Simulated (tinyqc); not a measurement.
# Nanowire ballistic transistor, top-of-the-barrier model: what changes with what

At the top of the source barrier, states moving towards the drain are filled by the source (Fermi level 0) and states moving back by the drain (Fermi level -q Vd); nothing scatters. U is the shift of the band edge there, set by the capacitances CG, CD and CS (the total) and by the charge. Parabolic one-dimensional subband; the source is grounded.

Inputs (values chosen for the exercise); mass and valleys close to those of silicon (two valleys): temperature T = 200 K; effective mass m = 0.188 m0; valley degeneracy gv = 2; relative permittivity of the gate insulator eox = 9; insulator thickness tox = 1.2 nm; wire diameter d = 5 nm; gate control CG/CS aG = 0.95; drain control CD/CS aD = 0.019; band edge at the barrier top above the source Fermi level at zero bias E0 = 0.38 eV; drain voltage Vd = 0.5 V.

Constants: q = 1.602176634e-19 C, kB = 1.380649e-23 J/K, hbar = 1.054571817e-34 J s, h = 6.62607015e-34 J s, m0 = 9.1093837015e-31 kg, Vt = kB T/q, eps0 = 8.8541878128e-14 F/cm where lengths are in cm. Results are converted to the units shown.

Each table varies one quantity; the others keep the values above.

## Transfer curve

N0 = gv sqrt(2 m kB T/pi)/hbar, CG = 2 pi eps0 eox/ln(1 + 2 tox/d), CS = CG/aG, n0 = n at U = 0 and Vd = 0. eta1 = -(E0 + U)/Vt, eta2 = eta1 - Vd/Vt, n = (N0/2)[F_(-1/2)(eta1) + F_(-1/2)(eta2)], F_(-1/2)(x) = (1/sqrt(pi)) int_0^infinity u^(-1/2)/(1 + exp(u - x)) du. U = UL + q (n - n0)/CS with UL = -(aG Vg + aD Vd), energies in eV. I = gv (2 q^2/h) Vt [ln(1 + exp eta1) - ln(1 + exp eta2)]. CQ = (q/Vt) dn/d(eta1).

Transfer curve:
```
Vg (V)	eta1	n (cm^-1)	I (uA)	mean velocity I/(q n) (cm/s)	CQ/CS
0	-21.497	7.5867e-4	1.2315e-9	1.0131e7	5.2462e-10
0.09	-16.536	0.10828	1.7577e-7	1.0131e7	7.4878e-8
0.17	-12.127	8.9058	1.4456e-5	1.0132e7	6.1583e-6
0.26	-7.1667	1269.3	0.0020607	1.0133e7	8.7724e-4
0.35	-2.3104	1.5265e5	0.25265	1.0331e7	0.098772
0.44	1.3900	1.9756e6	4.3062	1.3605e7	0.50387
0.52	4.5076	3.8441e6	12.068	1.9594e7	0.32573
0.61	8.4240	5.3546e6	22.499	2.6225e7	0.22582
0.7	12.552	6.5596e6	33.522	3.1896e7	0.18271
```

What does the table show?

The current rises from 1.23e-9 to 33.5 uA. Between the first two rows the swing is 41.8 mV a decade, against Vt ln 10/aG = 41.8. CQ/CS goes from 5.2e-10 to 0.18, so a volt on the gate moves the band edge by 0.95 eV in the first row and 0.80 eV in the last. The mean velocity rises from 1.01e7 to 3.19e7 cm/s.

## Effect of the insulator thickness

Same model as above.

CQ = (q/Vt) dn/d(eta1). E0 is held fixed.

In this table Vg = 0.5 V, Vd = 0.5 V.

Effect of the insulator thickness:
```
tox (nm)	eta1	n (cm^-1)	I (uA)	mean velocity I/(q n) (cm/s)	CQ/CS
0.5	4.786	3.973e6	12.80	2.012e7	0.1461
0.74	4.342	3.765e6	11.63	1.928e7	0.2204
1.1	3.812	3.500e6	10.24	1.826e7	0.3346
1.6	3.267	3.204e6	8.826	1.719e7	0.4943
2.4	2.677	2.853e6	7.326	1.603e7	0.7396
3.6	2.132	2.499e6	5.992	1.497e7	1.064
5.4	1.659	2.170e6	4.897	1.408e7	1.450
8	1.275	1.892e6	4.063	1.341e7	1.854
```

What does the comparison show?

As tox goes from 0.5 to 8 nm, n falls from 3.97e6 to 1.89e6 cm^-1, the mean velocity falls from 2.01e7 to 1.34e7 cm/s and the current falls from 12.8 to 4.06 uA. CQ/CS goes from 0.15 to 1.9. Over the range the current goes as tox^(-0.41) on average. For tox = 0.5 to 0.74 nm the insulator is under 1 nm thick, where gate tunnelling would matter.

## Effect of the band edge at the barrier top above the source Fermi level at zero bias

Same model as above.

CQ = (q/Vt) dn/d(eta1).

In this table Vg = 0.5 V, Vd = 0.5 V.

Effect of the band edge at the barrier top above the source Fermi level at zero bias:
```
E0 (eV)	eta1	n (cm^-1)	I (uA)	mean velocity I/(q n) (cm/s)	CQ/CS
0.1	17.027	7.6496e6	45.474	3.7103e7	0.15625
0.15	14.526	7.0616e6	38.794	3.4289e7	0.16946
0.2	12.062	6.4289e6	32.214	3.1275e7	0.18653
0.25	9.6392	5.7369e6	25.744	2.8008e7	0.20992
0.3	7.2730	4.9633e6	19.426	2.4429e7	0.24512
0.35	4.9927	4.0656e6	13.352	2.0498e7	0.30616
0.4	2.8544	2.9624e6	7.7729	1.6377e7	0.41876
0.45	0.88931	1.6088e6	3.2945	1.2782e7	0.50506
```

What does the table show?

As E0 goes from 0.1 to 0.45 eV, n falls from 7.65e6 to 1.61e6 cm^-1, the mean velocity falls from 3.71e7 to 1.28e7 cm/s and the current falls from 45.5 to 3.29 uA. CQ/CS goes from 0.16 to 0.51. For E0 = 0.1 to 0.15 eV higher subbands of the wire, left out here, could begin to fill.

Numbers from tinyqc (`OMP_NUM_THREADS=1 python tinyqc.py 2400069 2400070 out.jsonl`; about 0.03 s on one thread of a shared Intel Xeon 2.30GHz).
